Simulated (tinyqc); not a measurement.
# Signal and retention of a DRAM cell: two studies

A stored one starts at Vd and leaks: Cs dV/dt = -I(V), I = a sqrt((V + Vb)/(Vd + Vb)) + b, with a = Ig exp[-(Eg1 q/kB)(1/T - 1/T0)] (generation in a depletion layer) and b = Is exp[-(Es q/kB)(1/T - 1/T0)]. The bit line is precharged to Vd/2, and charge sharing gives the signal (V - Vd/2) Cs/(Cs + Cb).

Inputs (values chosen for the exercise): array voltage Vd = 1.3 V; cell capacitance Cs = 19 fF; bit-line capacitance Cb = 52 fF; smallest signal that the sense amplifier resolves dm = 49 mV; built-in plus back-bias voltage of the storage junction Vb = 1.18 V; junction leakage at V = Vd and T0 Ig = 4.9 fA; voltage-independent leakage at T0 Is = 0.12 fA; activation energy of Is Es = 0.45 eV; reference temperature T0 = 358 K; temperature T = 378 K; deviation of ln(retention time) over the cells sg = 0.92; cells Nc = 4.29e9; refresh interval tr = 64 ms; activation energy of Ig Eg1 = 0.55 eV.

Constants: q = 1.602176634e-19 C, kB = 1.380649e-23 J/K. Results are converted to the units shown.

Each table varies one quantity; the others keep the values above.

## Failing cells against the refresh interval

The cell fails below Vc = Vd/2 + dm (Cs + Cb)/Cs. With s = sqrt((Vc + Vb)/(Vd + Vb)), the time from Vd to Vc is t = [2 Cs (Vd + Vb)/a] [1 - s - (b/a) ln((a + b)/(a s + b))]. This time is the median of a log-normal spread: failing cells = Nc erfc(z/sqrt 2)/2, z = ln(t/tr)/sg.

Failing cells against the refresh interval:
```
tr (ms),z,failing cells
16,4.146,7.243e4
32,3.393,1.483e6
64,2.640,1.780e7
128,1.886,1.271e8
256,1.133,5.519e8
512,0.3793,1.511e9
1024,-0.3741,2.771e9
2048,-1.128,3.733e9
```

What does the table show?

Doubling the interval lowers z by ln 2/sg = 0.753 and multiplies the count by 20.5 between the first two rows and by 1.35 between the last two. It is above 1 in every row.

## Effect of the cell capacitance

Same model as above.

Effect of the cell capacitance:
```
Cs (fF),Vc (V),retention time (s),failing cells
8,1.018,0.1812,5.536e8
12,0.9113,0.3782,1.147e8
16,0.8582,0.5766,3.619e7
20,0.8264,0.7756,1.436e7
24,0.8052,0.9748,6.594e6
28,0.7900,1.174,3.355e6
32,0.7786,1.374,1.842e6
```

What does the table show?

The retention time rises from 0.181 to 1.37 s, as Cs^(1.82) between the first two rows and Cs^(1.18) between the last two: faster than Cs, because the margin Vd - Vc grows too. It vanishes at Cs = 4.24 fF, where even a fresh one gives only dm.

Range of the model: Real arrays also hold a tail of unusually leaky cells and cells whose retention varies in time, which this model lacks.

Numbers from tinyqc (`OMP_NUM_THREADS=1 python tinyqc.py 2130025 2130026 out.jsonl`; about 0.01 s on one thread of a shared Intel Xeon 2.30GHz).
